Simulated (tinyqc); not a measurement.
From a target level to the width: type-II superlattice in the two-band Kane model. Five cases, with inputs chosen for the exercise.

Problem. Which width a puts the bottom of C1 at the energy below?

Motion along the axis, period d = a + b, c = hbar^2/2m0. Conduction and light-hole bands couple: (E - Ec)(E - Ev) = Ep c k^2 in each layer, with mass m(E) = (E - Ev)/Ep, which may be negative. The conduction envelope psi and psi'/m(E) are continuous; a layer carries them by [[cos kt, (m/k) sin kt], [-(k/m) sin kt, cos kt]] (cosh and sinh for k^2 < 0), and cos(q d) = tr(M_B M_A)/2. C1 is the first miniband above EvB, with its bottom at tr/2 = +1 and its top at -1; the gap is the bottom of C1 less the top heavy-hole level HH1.

Constants: hbar^2/2m0 = 3.80998211 eV angstrom^2.

Find: k in A; kappa in B; a.

Method. At q = 0 the state is even in both layers: (k/m_A) tan(k a/2) = (kappa/m_B) tanh(kappa b/2) with the masses at that energy; the first branch of the arctangent gives a.

Case 1.

Values chosen (near those of an InAs/GaSb superlattice; shifted at random, so the results belong to these values and not to a real crystal):
- b = 55 angstrom (layer B)
- EcA = 0 eV (conduction edge of A)
- EvA = -0.411 eV (valence edge of A)
- EcB = 0.959 eV (conduction edge of B)
- EvB = 0.134 eV (valence edge of B)
- EpA = 14.3 eV (coupling energy in A)
- EpB = 18 eV (coupling energy in B)

bottom of C1 = 0.419684 eV

Solution.

k in A = 0.07999 1/angstrom
kappa in B = 0.04740 1/angstrom
a = 27.0 angstrom

Case 2.

Values chosen (near those of an InAs/GaSb superlattice; shifted at random, so the results belong to these values and not to a real crystal):
- b = 28 angstrom (layer B)
- EcA = 0 eV (conduction edge of A)
- EvA = -0.424 eV (valence edge of A)
- EcB = 0.959 eV (conduction edge of B)
- EvB = 0.143 eV (valence edge of B)
- EpA = 14.6 eV (coupling energy in A)
- EpB = 18 eV (coupling energy in B)

bottom of C1 = 0.427617 eV

Solution.

k in A = 0.08091 1/angstrom
kappa in B = 0.04696 1/angstrom
a = 22.0 angstrom

Case 3.

Values chosen (near those of an InAs/GaSb superlattice; shifted at random, so the results belong to these values and not to a real crystal):
- b = 37 angstrom (layer B)
- EcA = 0 eV (conduction edge of A)
- EvA = -0.422 eV (valence edge of A)
- EcB = 0.937 eV (conduction edge of B)
- EvB = 0.116 eV (valence edge of B)
- EpA = 14.5 eV (coupling energy in A)
- EpB = 18 eV (coupling energy in B)

bottom of C1 = 0.197261 eV

Solution.

k in A = 0.04702 1/angstrom
kappa in B = 0.02961 1/angstrom
a = 53.0 angstrom

Case 4.

Values chosen (near those of an InAs/GaSb superlattice; shifted at random, so the results belong to these values and not to a real crystal):
- b = 22 angstrom (layer B)
- EcA = 0 eV (conduction edge of A)
- EvA = -0.424 eV (valence edge of A)
- EcB = 0.991 eV (conduction edge of B)
- EvB = 0.177 eV (valence edge of B)
- EpA = 14.3 eV (coupling energy in A)
- EpB = 18.1 eV (coupling energy in B)

bottom of C1 = 0.312422 eV

Solution.

k in A = 0.06498 1/angstrom
kappa in B = 0.03650 1/angstrom
a = 30.0 angstrom

Case 5.

Values chosen (near those of an InAs/GaSb superlattice; shifted at random, so the results belong to these values and not to a real crystal):
- b = 37 angstrom (layer B)
- EcA = 0 eV (conduction edge of A)
- EvA = -0.412 eV (valence edge of A)
- EcB = 0.955 eV (conduction edge of B)
- EvB = 0.147 eV (valence edge of B)
- EpA = 14.3 eV (coupling energy in A)
- EpB = 17.8 eV (coupling energy in B)

bottom of C1 = 0.224672 eV

Solution.

k in A = 0.05124 1/angstrom
kappa in B = 0.02892 1/angstrom
a = 48.0 angstrom

Computed by tinyqc, one run a case: `OMP_NUM_THREADS=1 python tinyqc.py N N+1 out.jsonl` with N = 1281533, 1281743, 1281769, 1281823, 1281841; one thread of a shared Intel(R) Xeon(R) Processor @ 2.30GHz, about 0.1 s a run at most.
